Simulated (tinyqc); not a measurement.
Band-to-band tunnelling across a p-n junction in a two-band chain: one step. WKB for the same field. Two cases, with inputs chosen for the exercise.

Question. T = exp(-2 I/F), I = integral of q de across the gap. Continuum: q = sqrt(Eg^2/4 - e^2)/(t a), I = pi Eg^2/(8 t a). Lattice: q from the cosh formula, 12 Gauss-Legendre points in u with e = (Eg/2) sin(u), u from -pi/2 to pi/2. F in V/angstrom is the value in MV/cm over 100.

Sites alternate A at -Eg/2 and C at +Eg/2 with hopping -t; near the edges, with k counted from the zone boundary pi/a, E^2 = (Eg/2)^2 + (t a k)^2, so t = sqrt(c Eg/m)/a gives the mass m, c = hbar^2/2m0. In the gap cosh(q a) = 1 + (Eg^2/4 - e^2)/(2 t^2), e the energy from the local mid-gap. The potential is V0 = Eg + ov on the p side (left), 0 on the n side, and falls linearly over the 2N sites of the junction, V_j = V0 (1 - j/(2N + 1)), j = 1 to 2N, site 1 being A. E = Eg/2 + x ov. A half chain that ends on a site of level e1 with neighbour e2 has g = (1 + z)/(E - e1), z = exp(-/+ i k a) the root with Im g < 0, cos(k a) = (E - e1)(E - e2)/(2 t^2) - 1. S_L = t^2 g (ending on C, shifted by V0), S_R = t^2 g (starting on A). T = 4 Im(S_L) Im(S_R) |G_(1,2N)|^2.

Constants: hbar^2/2m0 = 3.80998211 eV angstrom^2.

Case 1.

Values chosen (gap and mass near those of Ge (direct gap); not measured data): Eg = 0.767 eV (gap); m = 0.0415 m0 (mass of electron and light hole); a = 4 angstrom (period (two sites)); ov = 0.5 eV (overlap: top of the valence band on the p side above the conduction edge on the n side).

F = 7.03889 MV/cm

Case 2.

Values chosen (gap and mass near those of InAs; not measured data): Eg = 0.354 eV (gap); m = 0.0239 m0 (mass of electron and light hole); a = 4 angstrom (period (two sites)); ov = 0.41 eV (overlap: top of the valence band on the p side above the conduction edge on the n side).

F = 4.24444 MV/cm

Give: I; T by WKB.

Answer.

Case 1.

I (eV/angstrom): continuum 0.027531, lattice 0.027502

T by WKB: continuum 0.4574, lattice 0.4578

The chain gives 0.4871, 1.064 times the lattice WKB value; the exponent is only 0.78, and reflections at the two kinks of the potential count.

Case 2.

I (eV/angstrom): continuum 0.006551, lattice 0.006549

T by WKB: continuum 0.7344, lattice 0.7345

The chain gives 0.7067, 0.962 times the lattice WKB value; the exponent is only 0.31, and reflections at the two kinks of the potential count.

Computed by tinyqc, one run a case: `OMP_NUM_THREADS=1 python tinyqc.py N N+1 out.jsonl` with N = 1452380, 1452412; one thread of a shared Intel(R) Xeon(R) Processor @ 2.30GHz, about 0.01 s a run at most.
